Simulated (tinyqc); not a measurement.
Shockley-Read-Hall recombination through one deep level: sweeps and comparisons. A value that a table varies takes the place of the one given here.

One level at Et with degeneracy 1: tn = 1/(sn vth Nt), tp = 1/(sp_ vth Nt), n1 = Nc exp((Et - Eg)/kT), p1 = Nv exp(-Et/kT), ni^2 = n1 p1. Equilibrium n0 = Nm, p0 = ni^2/Nm; n = n0 + dn, p = p0 + dn. U = (n p - ni^2)/(tp (n + n1) + tn (p + p1)), lifetime dn/U; emission rates en = sn vth n1, ep = sp_ vth p1.

Constants: kB = 8.617333262e-05 eV/K.

Parameters, chosen for this exercise (gap and densities of states near those of Si at this temperature; shifted at random, so the results belong to these values and not to a real crystal): E1 = 0.857 eV (level (+1/0) above Ev); E2 = 0.782 eV (level (0/-1) above Ev); gm = 2 (degeneracy of the middle state, the others 1); T = 250 K; Eg = 1.145 eV (gap); Nc = 2.13e+19 1/cm^3 (conduction-band density of states); Nv = 8.41e+18 1/cm^3 (valence-band density of states); Nd = 3.3e+15 1/cm^3 (ionised shallow donors minus acceptors); Et = 0.857 eV (recombination level above Ev); Nt = 8.5e+15 1/cm^3 (defects); sn = 1.9e-16 cm^2 (electron capture cross-section); sp_ = 3.7e-14 cm^2 (hole capture cross-section); vth = 12000000 cm/s (thermal velocity, both carriers); Nm = 8.5e+16 1/cm^3 (equilibrium electrons for the lifetime steps); dn = 8.7e+14 1/cm^3 (excess pairs).

## Charge state against the Fermi level (deep level with several charge states)

Energies from Ev. The defect has charge states +1, 0, -1 with weights 1, gm exp((EF - E1)/kT), exp((2 EF - E1 - E2)/kT); the shares are the weights over their sum. Boltzmann carriers: n = Nc exp((EF - Eg)/kT), p = Nv exp(-EF/kT). Neutrality: p - n + Nd + Nt <q> = 0.

Shares:

| EF (eV) | +1 | 0 | -1 | <q> |
|---|---|---|---|---|
| 0.069 | 1.000 | 0.000 | 0.000 | 1.000 |
| 0.160 | 1.000 | 0.000 | 0.000 | 1.000 |
| 0.252 | 1.000 | 0.000 | 0.000 | 1.000 |
| 0.343 | 1.000 | 0.000 | 0.000 | 1.000 |
| 0.435 | 1.000 | 0.000 | 0.000 | 1.000 |
| 0.527 | 1.000 | 0.000 | 0.000 | 1.000 |
| 0.618 | 1.000 | 0.000 | 0.000 | 1.000 |
| 0.710 | 0.998 | 0.002 | 0.000 | 0.998 |
| 0.802 | 0.739 | 0.115 | 0.146 | 0.594 |
| 0.893 | 0.001 | 0.011 | 0.987 | -0.986 |
| 0.985 | 0.000 | 0.000 | 1.000 | -1.000 |
| 1.076 | 0.000 | 0.000 | 1.000 | -1.000 |

What can be read from the table?

E2 lies below E1 (negative U = -0.075 eV), so the charge goes from +1 to -1 near (E1 + E2)/2 = 0.820 eV, two electrons at once; the middle state never exceeds a share of 0.149.

## Defects against doping (deep level with several charge states)

Nt takes the listed multiples of |Nd|; the resistivity uses mobilities of 1000 (electrons) and 300 (holes) cm^2/(V s), chosen for the exercise, and e = 1.602176634e-19 C.

Neutral state:

| Nt/\|Nd\| | EF (eV) | n (1/cm^3) | p (1/cm^3) | rho (ohm cm) |
|---|---|---|---|---|
| 0.01 | 0.9558 | 3.27e+15 | 0.454 | 1.91 |
| 0.10 | 0.9537 | 2.97e+15 | 0.499 | 2.10 |
| 0.30 | 0.9483 | 2.31e+15 | 0.642 | 2.70 |
| 0.60 | 0.9363 | 1.32e+15 | 1.12 | 4.72 |
| 0.90 | 0.9076 | 3.49e+14 | 4.25 | 17.9 |
| 1.10 | 0.8587 | 3.61e+13 | 41.1 | 173 |
| 1.50 | 0.8401 | 1.52e+13 | 97.7 | 411 |
| 3.00 | 0.8283 | 8.78e+12 | 169 | 711 |
| 10.00 | 0.8220 | 6.57e+12 | 226 | 950 |

What can be read from the table?

EF goes from 0.956 to 0.822 eV and the resistivity from 1.91 to 950 ohm cm, with a largest value of 950. The largest move of EF, -0.049 eV, comes between Nt/|Nd| = 0.9 and 1.1; the levels lie at 0.857 and 0.782 eV. A defect can take up to one carrier of either sign, so the doping can be cancelled no earlier than Nt = |Nd|, there only if EF lies well beyond the level that takes the carriers and otherwise at larger Nt (mean charge -0.10 in the last row).

## Lifetime against injection

Recombination:

| dn (1/cm^3) | lifetime (microsecond) | U (1/(cm^3 s)) |
|---|---|---|
| 1.0e+11 | 0.0002651 | 3.77e+20 |
| 1.0e+12 | 0.0002657 | 3.76e+21 |
| 1.0e+13 | 0.0002711 | 3.69e+22 |
| 1.0e+14 | 0.0003257 | 3.07e+23 |
| 1.0e+15 | 0.0008651 | 1.16e+24 |
| 1.0e+16 | 0.005697 | 1.76e+24 |
| 1.0e+17 | 0.02816 | 3.55e+24 |
| 1.0e+18 | 0.04782 | 2.09e+25 |

What can be read from the table?

The lifetime rises from 0.0002651 to 0.04782 microsecond; tn + tp = 0.05186. At low injection it is tp (1 + n1/n0) + tn p1/n0 with n1/Nm = 0.00039 and p1/Nm = 5.2e-16: re-emission is negligible, so minority capture alone counts. Auger and radiative paths are left out; they cut in at the highest injections, and in a doped direct-gap crystal the radiative one counts at all injections. dn = dp neglects trapped charge, which matters where the traps hold a charge comparable with dn, at low injection and with very unequal cross sections.

## Where a level does most harm

Et takes the values listed; G = Nt en ep/(en + ep) in a depleted region; the lifetime is for dn = 1e11 1/cm^3.

Results:

| Et (eV) | lifetime (microsecond) | G (1/(cm^3 s)) |
|---|---|---|
| 0.069 | 0.208 | 8.40e+04 |
| 0.160 | 0.00330 | 5.74e+06 |
| 0.252 | 0.000307 | 4.11e+08 |
| 0.343 | 0.000266 | 2.81e+10 |
| 0.435 | 0.000265 | 2.01e+12 |
| 0.527 | 0.000265 | 1.44e+14 |
| 0.618 | 0.000265 | 5.20e+15 |
| 0.710 | 0.000265 | 1.54e+14 |
| 0.802 | 0.000265 | 2.16e+12 |
| 0.893 | 0.000266 | 3.16e+10 |
| 0.985 | 0.000305 | 4.41e+08 |
| 1.076 | 0.00296 | 6.46e+06 |

How do the results move?

Generation peaks where en = ep, at Eg/2 + (kT/2) ln(sp_ Nv/(sn Nc)) = 0.619 eV; the largest value listed is at 0.618 eV, and G falls by a decade for each 0.050 eV away from the peak. The lifetime is within a factor 2 of its minimum, 0.000265 microsecond, from 0.252 to 0.985 eV: recombination tolerates a wide range of Et, generation a narrow one.

## What moves lifetime and leakage

G = Nt en ep/(en + ep). Each row changes one parameter from the base and keeps the others.

Results:

| case | lifetime (microsecond) | G (1/(cm^3 s)) |
|---|---|---|
| base | 0.0007879 | 1.68e+11 |
| Et = 0.897 eV | 0.0007884 | 2.62e+10 |
| sn = 3.8e-16 cm^2 | 0.0005265 | 1.68e+11 |
| sp_ = 7.4e-14 cm^2 | 0.0006553 | 3.36e+11 |
| Nt = 4.25e+15 1/cm^3 | 0.001576 | 8.40e+10 |
| Nm = 2.55e+17 1/cm^3 | 0.0004405 | 1.68e+11 |
| dn = 2.61e+15 1/cm^3 | 0.001802 | 1.68e+11 |

What does this show?

The largest shifts from the base row, up to three for each result and ties (the steps differ in size, so this ranks the rows, not the parameters). lifetime (microsecond): dn +0.00101, Nt +0.000788, Nm -0.000347. G (1/(cm^3 s)): sp_ +1.68e+11, Et -1.42e+11, Nt -8.40e+10; unchanged at the printed digits by sn, Nm and dn.

(tinyqc, `OMP_NUM_THREADS=1 python tinyqc.py 1650701 1650702 out.jsonl`, Intel(R) Xeon(R) Processor @ 2.30GHz, 1 thread, shared host, about 0.01 s.)
